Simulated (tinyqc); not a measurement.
# Undoped symmetric double-gate MOSFET, analytic potential model: effect of the body thickness

An undoped body of thickness ts between two equal insulators and tied gates; long channel, electrons only, n = ni exp((psi - V)/Vt) with V the quasi-Fermi potential (0 at the source, Vd at the drain), constant mobility, no quantisation. Across the body psi(x) = V - 2 Vt ln[(ts/(2 beta)) sqrt(q ni/(2 eps0 eps_r Vt)) cos(2 beta x/ts)], x from the centre. Q is the electron charge per area of the whole body.

ni = sqrt(Nc Nv) exp(-Eg/(2 Vt)), Eg in volts; r = eps_r tox/(eox ts); V0 = dphi + 2 Vt ln[(2/ts) sqrt(2 eps0 eps_r Vt/(q ni))]. beta (between 0 and pi/2) solves (Vg - V0 - V)/(2 Vt) = ln(beta) - ln(cos beta) + 2 r beta tan(beta). Q = 8 eps0 eps_r Vt beta tan(beta)/ts; I = mu (1/L)(4 eps0 eps_r/ts)(2 Vt)^2 [g(beta_s) - g(beta_d)] per width, g = beta tan(beta) - beta^2/2 + r beta^2 tan^2(beta), with beta_s at V = 0 and beta_d at V = Vd.  I(low) is taken at Vg = 0.46 V, Qs and I(high) at Vg = 1.21 V.

Parameters, values chosen for the exercise; material values close to those of silicon:
```
symbol    value        unit                                             meaning
T           300           K                                         temperature
Eg          1.1          eV                                            band gap
eps_r      11.7                      relative permittivity of the semiconductor
Nc      2.75e19       cm^-3              conduction-band density of states at T
Nv       2.7e19       cm^-3                 valence-band density of states at T
eox        24.8                     relative permittivity of the gate insulator
tox         8.7          nm                                 insulator thickness
dphi        0.2           V  gate work function less that of the intrinsic body
mu          100  cm^2/(V s)                                    channel mobility
L           0.5          um                                         gate length
Vd         0.05           V                                       drain voltage
```

Constants: q = 1.602176634e-19 C, kB = 1.380649e-23 J/K, Vt = kB T/q, eps0 = 8.8541878128e-14 F/cm where lengths are in cm. Results are converted to the units shown.

Result of one run:

| V0 (V) | I(low) (nA/um) | Qs(high) (nC/cm^2) | I(high) (uA/um) |
|---|---|---|---|
| 0.71222 | 0.11931 | 2108.4 | 19.957 |

Which body thickness ts gave this result: 1.7, 4.6, 8.9 or 12 nm?

ts = 4.6 nm.

The whole series:

| ts (nm) | V0 (V) | I(low) (nA/um) | Qs(high) (nC/cm^2) | I(high) (uA/um) |
|---|---|---|---|---|
| 1.7 | 0.76369 | 0.044098 | 2080.1 | 19.658 |
| 2.3 | 0.74806 | 0.059661 | 2092.1 | 19.784 |
| 3.3 | 0.72939 | 0.085597 | 2102.3 | 19.892 |
| 4.6 | 0.71222 | 0.11931 | 2108.4 | 19.957 |
| 6.4 | 0.69515 | 0.16599 | 2112.2 | 19.999 |
| 8.9 | 0.67810 | 0.23080 | 2114.5 | 20.024 |
| 12 | 0.66264 | 0.31115 | 2115.8 | 20.037 |

As ts goes from 1.7 to 12 nm, I(low) rises from 0.0441 to 0.311 nA/um and I(high) rises from 19.7 to 20.0 uA/um. On average I(low) goes as ts^(1.00) and I(high) goes as ts^(0.01). Below threshold the charge is proportional to the cross-section of the body; above it the insulator sets the charge. In every row the surface density at the source at the higher gate voltage passes 0.3 Nc, where Boltzmann statistics fail. For ts = 1.7 to 6.4 nm the body is thin enough for quantum confinement, left out here, to raise the threshold.

Numbers from tinyqc (`OMP_NUM_THREADS=1 python tinyqc.py 2440037 2440038 out.jsonl`; about 0.02 s on one thread of a shared Intel Xeon 2.30GHz).
